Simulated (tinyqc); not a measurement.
# Minority carriers and saturation current of a heavily doped emitter: effect of temperature on the narrowing factor

n-type, parabolic bands, full ionisation. eta = (EF - Ec)/kB T solves N = Nc F12(eta), F12(x) = (2/sqrt(pi)) int_0^infinity sqrt(u)/(1 + exp(u - x)) du. The gap shrinks rigidly by dEg = E1 [ln(N/N0) + sqrt(ln^2(N/N0) + 0.5)], an empirical law that is here taken as the true narrowing.

Nc is given at 300 K and scales as T^1.5; dEg is held. The factor nie^2/ni^2 = exp(dEg/kB T) g, g = F12(eta) exp(-eta), divides the current gain of a transistor with this emitter.

Values chosen for this exercise; band and dielectric values close to those of silicon: conduction-band density of states at 300 K Nc = 2.81e19 cm^-3; ionised donor density N = 6.2e19 cm^-3; energy of the narrowing law E1 = 10 meV; density of the narrowing law N0 = 9.1e16 cm^-3.

Constants: q = 1.602176634e-19 C, kB = 1.380649e-23 J/K, Vt = kB T/q. Results are converted to the units shown.

Result of one run:
```
T (K),eta,g,nie^2/ni^2,its logarithm
350,1.165,0.5463,41.86,3.734
```

What becomes of these results when the temperature T is changed from 350 to 150 K, all else the same?

Result of the changed run:
```
T (K),eta,g,nie^2/ni^2,its logarithm
150,3.875,0.1295,3230,8.080
```

The whole series:
```
T (K),eta,g,nie^2/ni^2,its logarithm
150,3.875,0.1295,3230,8.080
200,2.760,0.2565,509.0,6.232
250,2.052,0.3726,161.9,5.087
300,1.549,0.4688,74.03,4.305
350,1.165,0.5463,41.86,3.734
400,0.8568,0.6084,27.10,3.300
450,0.6009,0.6585,19.24,2.957
```

The factor falls from 3230 to 19.2. Its slope against q/kB T is 95.5 meV between the first two rows and 106 meV between the last two, against dEg = 131 meV: degeneracy takes back part of the narrowing. The factor grows on cooling, so the current gain of such a transistor falls.

Range of the model: Band tails, non-parabolic bands and incomplete ionisation are left out.

tinyqc, about 0.01 s, one thread, Intel Xeon 2.30GHz (shared host): `OMP_NUM_THREADS=1 python tinyqc.py 2330062 2330063 out.jsonl`
